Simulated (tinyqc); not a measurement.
On-chip interconnect, size-dependent resistivity and RC delay: one step of the calculation.

A rectangular line between two neighbours and two ground planes. Surface and grain-boundary scattering are added to the bulk resistivity as corrections; capacitances are parallel-plate values without fringing; inductance is ignored.

Question. Ladder and Elmore delays. 6 equal pi sections: series Rs = r Lw/6; node capacitances c Lw/6, halved at nodes 0 and 6, with Cl added to node 6; Rd feeds node 0. Elmore delay of node k: the sum, over the resistors on the path to k, of resistance times all capacitance downstream of it.

Inputs (values chosen for the exercise); metal values close to those of copper:
```
symbol  value  unit            meaning
Lw        5.9    um        line length
Rd       1000   ohm  driver resistance
Cl       0.39    fF   load capacitance
```

r = 2150.0146 ohm/um
c = 0.072831753 fF/um

Wanted: Rs; C; Elmore delay.

Answer.

Rs = 2114 ohm

```
node   C (fF)  Elmore delay (ps)
0     0.03581             0.8197
1     0.07162              2.477
2     0.07162              3.983
3     0.07162              5.337
4     0.07162              6.540
5     0.07162              7.592
6      0.4258              8.492
```

The far-end value equals Rd (c Lw + Cl) + r Lw (c Lw/2 + Cl) for any number of pi sections; the line resistance contributes 90.3 % of it.

Range of the model: The metal width is under the mean free path, where the thick-limit surface term and the simple sum of corrections lose accuracy.

Computed by the program tinyqc: `OMP_NUM_THREADS=1 python tinyqc.py 2100131 2100132 out.jsonl`, one thread of a shared Intel Xeon 2.30GHz, about 0.01 s for the whole run.
